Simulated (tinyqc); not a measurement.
Empirical pseudopotential in a few plane waves, step by step. Computed by tinyqc, a small Python program that keeps every step. Settings: plane-wave index or count = 15. Command: `OMP_NUM_THREADS=1 python tinyqc.py 20795 20796 out.jsonl` (the two numbers bound the seeds that draw the settings). One thread of a shared host (Intel(R) Xeon(R) Processor @ 2.60GHz), about 0.2 s of CPU time with the checks.

## Bloch Hamiltonian at G

Parameters chosen for this model: fcc lattice, atoms at +/- a/8 (1,1,1); form factors in rydberg at |G|^2 in units of (2 pi/a)^2:
```
parameter                 value      unit
a                      5.800000  angstrom
VS(3)                 -0.218000        Ry
VS(8)                  0.042000        Ry
VS(11)                 0.069000        Ry
VA(3)                  0.118000        Ry
VA(4)                  0.065000        Ry
VA(11)                 0.033000        Ry
hbar^2/2m (2 pi/a)^2   4.471227        eV
```

k point G (2 pi / a): [0, 0, 0]

Basis: the 15 shortest G (labels in 2 pi/a), the same at every k. H(G,G') = c |k + G|^2 delta + VS(|G-G'|^2) cos((G-G').tau) + i VA sin((G-G').tau), tau = a/8 (1,1,1); 1 Ry = 13.605693 eV.

H(k) at G (eV), order +0+0+0, -1-1-1, -1-1+1, -1+1-1, -1+1+1, +1-1-1, +1-1+1, +1+1-1, +1+1+1, -2+0+0, +0-2+0, +0+0-2, +0+0+2, +0+2+0, +2+0+0:
```
[[0.00000, 2.09731+1.13524i, -2.09731+1.13524i, -2.09731+1.13524i, -2.09731-1.13524i, -2.09731+1.13524i, -2.09731-1.13524i, -2.09731-1.13524i, 2.09731-1.13524i, 0.00000+0.88437i, 0.00000+0.88437i, 0.00000+0.88437i, 0.00000-0.88437i, 0.00000-0.88437i, 0.00000-0.88437i],
 [2.09731-1.13524i, 13.41368, 0.00000-0.88437i, 0.00000-0.88437i, -0.57144, 0.00000-0.88437i, -0.57144, -0.57144, 0.00000, -2.09731-1.13524i, -2.09731-1.13524i, -2.09731-1.13524i, -0.66383+0.31748i, -0.66383+0.31748i, -0.66383+0.31748i],
 [-2.09731-1.13524i, 0.00000+0.88437i, 13.41368, 0.57144, 0.00000-0.88437i, 0.57144, 0.00000-0.88437i, 0.00000, -0.57144, -2.09731+1.13524i, -2.09731+1.13524i, 0.66383+0.31748i, 2.09731-1.13524i, -0.66383-0.31748i, -0.66383-0.31748i],
 [-2.09731-1.13524i, 0.00000+0.88437i, 0.57144, 13.41368, 0.00000-0.88437i, 0.57144, 0.00000, 0.00000-0.88437i, -0.57144, -2.09731+1.13524i, 0.66383+0.31748i, -2.09731+1.13524i, -0.66383-0.31748i, 2.09731-1.13524i, -0.66383-0.31748i],
 [-2.09731+1.13524i, -0.57144, 0.00000+0.88437i, 0.00000+0.88437i, 13.41368, 0.00000, 0.57144, 0.57144, 0.00000-0.88437i, 2.09731+1.13524i, -0.66383+0.31748i, -0.66383+0.31748i, -2.09731-1.13524i, -2.09731-1.13524i, 0.66383-0.31748i],
 [-2.09731-1.13524i, 0.00000+0.88437i, 0.57144, 0.57144, 0.00000, 13.41368, 0.00000-0.88437i, 0.00000-0.88437i, -0.57144, 0.66383+0.31748i, -2.09731+1.13524i, -2.09731+1.13524i, -0.66383-0.31748i, -0.66383-0.31748i, 2.09731-1.13524i],
 [-2.09731+1.13524i, -0.57144, 0.00000+0.88437i, 0.00000, 0.57144, 0.00000+0.88437i, 13.41368, 0.57144, 0.00000-0.88437i, -0.66383+0.31748i, 2.09731+1.13524i, -0.66383+0.31748i, -2.09731-1.13524i, 0.66383-0.31748i, -2.09731-1.13524i],
 [-2.09731+1.13524i, -0.57144, 0.00000, 0.00000+0.88437i, 0.57144, 0.00000+0.88437i, 0.57144, 13.41368, 0.00000-0.88437i, -0.66383+0.31748i, -0.66383+0.31748i, 2.09731+1.13524i, 0.66383-0.31748i, -2.09731-1.13524i, -2.09731-1.13524i],
 [2.09731+1.13524i, 0.00000, -0.57144, -0.57144, 0.00000+0.88437i, -0.57144, 0.00000+0.88437i, 0.00000+0.88437i, 13.41368, -0.66383-0.31748i, -0.66383-0.31748i, -0.66383-0.31748i, -2.09731+1.13524i, -2.09731+1.13524i, -2.09731+1.13524i],
 [0.00000-0.88437i, -2.09731+1.13524i, -2.09731-1.13524i, -2.09731-1.13524i, 2.09731-1.13524i, 0.66383-0.31748i, -0.66383-0.31748i, -0.66383-0.31748i, -0.66383+0.31748i, 17.88491, 0.57144, 0.57144, -0.57144, -0.57144, 0.00000],
 [0.00000-0.88437i, -2.09731+1.13524i, -2.09731-1.13524i, 0.66383-0.31748i, -0.66383-0.31748i, -2.09731-1.13524i, 2.09731-1.13524i, -0.66383-0.31748i, -0.66383+0.31748i, 0.57144, 17.88491, 0.57144, -0.57144, 0.00000, -0.57144],
 [0.00000-0.88437i, -2.09731+1.13524i, 0.66383-0.31748i, -2.09731-1.13524i, -0.66383-0.31748i, -2.09731-1.13524i, -0.66383-0.31748i, 2.09731-1.13524i, -0.66383+0.31748i, 0.57144, 0.57144, 17.88491, 0.00000, -0.57144, -0.57144],
 [0.00000+0.88437i, -0.66383-0.31748i, 2.09731+1.13524i, -0.66383+0.31748i, -2.09731+1.13524i, -0.66383+0.31748i, -2.09731+1.13524i, 0.66383+0.31748i, -2.09731-1.13524i, -0.57144, -0.57144, 0.00000, 17.88491, 0.57144, 0.57144],
 [0.00000+0.88437i, -0.66383-0.31748i, -0.66383+0.31748i, 2.09731+1.13524i, -2.09731+1.13524i, -0.66383+0.31748i, 0.66383+0.31748i, -2.09731+1.13524i, -2.09731-1.13524i, -0.57144, 0.00000, -0.57144, 0.57144, 17.88491, 0.57144],
 [0.00000+0.88437i, -0.66383-0.31748i, -0.66383+0.31748i, -0.66383+0.31748i, 0.66383+0.31748i, 2.09731+1.13524i, -2.09731+1.13524i, -2.09731+1.13524i, -2.09731-1.13524i, 0.00000, -0.57144, -0.57144, 0.57144, 0.57144, 17.88491]]
```

## Levels at G

Diagonalise the Hermitian matrix.

eigenvalues (eV): [-3.89586, 8.65076, 8.65076, 8.65076, 11.80924, 13.38928, 13.38928, 13.38928, 16.74203, 16.74203, 18.04166, 21.52934, 21.52934, 21.52934, 24.47161]

## Bands along a path

The same steps at evenly spaced points between the labelled ones.

Bands along the path (eV), lowest eight:
```
k           band 1   band 2   band 3   band 4    band 5    band 6    band 7    band 8
L         -2.35555  3.83942  8.13714  8.13714  11.68858  13.95387  13.95387  18.07121
L-G 0.20  -2.72886  4.31601  8.09117  8.09117  11.68295  13.91138  13.91138  18.14979
L-G 0.40  -3.17016  5.27698  8.18197  8.18197  11.86942  14.00156  14.00156  16.84978
L-G 0.60  -3.55449  6.54474  8.36646  8.36646  12.17133  13.93374  13.93374  14.96396
L-G 0.80  -3.80801  7.89084  8.56258  8.56258  12.23561  13.58450  13.58450  13.62154
G         -3.89586  8.65076  8.65076  8.65076  11.80924  13.38928  13.38928  13.38928
G-X 0.20  -3.77864  7.92627  8.38154  8.38154  12.51311  13.11840  13.90411  13.90411
G-X 0.40  -3.43931  6.65183  7.84043  7.84043  12.14922  13.67880  15.17267  15.17267
G-X 0.60  -2.92145  5.41568  7.36167  7.36167  11.57273  12.78243  16.84168  16.84168
G-X 0.80  -2.32290  4.41716  7.09882  7.09882  11.31057  11.94279  18.75167  18.75167
X         -1.83022  3.88257  7.11578  7.11578  11.46315  11.54025  20.86294  20.86294
```

With 4 band(s) filled, the highest filled level on these points lies at G and the lowest empty one at G-X 0.80: a gap of 2.6598 eV, indirect. This holds for the small fixed basis; with all plane waves up to |k + G|^2 = 21 (2 pi/a)^2 the gap along the path is 2.70 eV.

## Convergence with the number of plane waves

Levels at G counted from the fourth one.

Levels (eV):
```
plane waves    level 1  level 5  level 8
9            -14.85582  1.76874  3.06993
15           -12.54663  3.15848  4.73852
27           -11.51390  3.05753  5.18276
51           -11.35877  2.96757  5.29847
59           -11.36970  2.98754  5.05553
65           -11.36844  2.99064  5.00825
89           -11.35024  2.99572  5.02783
```
